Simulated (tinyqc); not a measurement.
Thickness: WKB tunnelling through a gate dielectric with a two-band (Franz) dispersion.

At depth x the conduction edge lies u(x) = phi - V x/t above the electron. Parabolic: kappa = sqrt(m u/c). Franz: kappa = sqrt(m u (1 - u/Eg)/c), which vanishes at both band edges. c = hbar^2/2m0. T = exp(-2 integral of kappa dx) over the region u > 0; no image force, no prefactor, zero transverse momentum. The region ends at x_e = min(t, phi t/V); x_e < t is the Fowler-Nordheim regime.

Constants: hbar^2/2m0 = 3.80998211 eV angstrom^2.

Inputs chosen for the exercise (of the size used for SiO2 on silicon; shifted at random, so the results belong to these values and not to a real crystal): Eg = 8.57 eV (gap of the dielectric); phi = 3.08 eV (barrier above the electron energy at the emitter); m = 0.55 m0 (mass at the conduction edge); V = 2.8 V (voltage across the layer).

The same voltage across layers of other thickness. The last column is the thickness that changes T by a factor of ten, ln(10)/(2 I/t).

Transmission:

| t (angstrom) | field (MV/cm) | T parabolic | T Franz | angstrom per decade, Franz |
|---|---|---|---|---|
| 8 | 35.00 | 0.000496 | 0.00123 | 2.748 |
| 10 | 28.00 | 7.40e-05 | 0.000229 | 2.748 |
| 12 | 23.33 | 1.10e-05 | 4.29e-05 | 2.748 |
| 15 | 18.67 | 6.36e-07 | 3.47e-06 | 2.748 |
| 20 | 14.00 | 5.47e-09 | 5.26e-08 | 2.748 |
| 25 | 11.20 | 4.71e-11 | 7.96e-10 | 2.748 |
| 30 | 9.33 | 4.05e-13 | 1.21e-11 | 2.748 |
| 40 | 7.00 | 3.00e-17 | 2.76e-15 | 2.748 |

What can be read from this table?

At fixed voltage the exponent is proportional to t: T falls tenfold for each 2.75 angstrom. The ratio of Franz to parabolic grows with t, from 2.47 at 8 to 92.3 at 40 angstrom. Fields above about 12 MV/cm (5 of the rows) are past breakdown; those rows are an exercise.

Run: tinyqc, `OMP_NUM_THREADS=1 python tinyqc.py 1480066 1480067 out.jsonl`; Intel(R) Xeon(R) Processor @ 2.30GHz, one thread, shared host; about 0.01 s of CPU time with all checks.
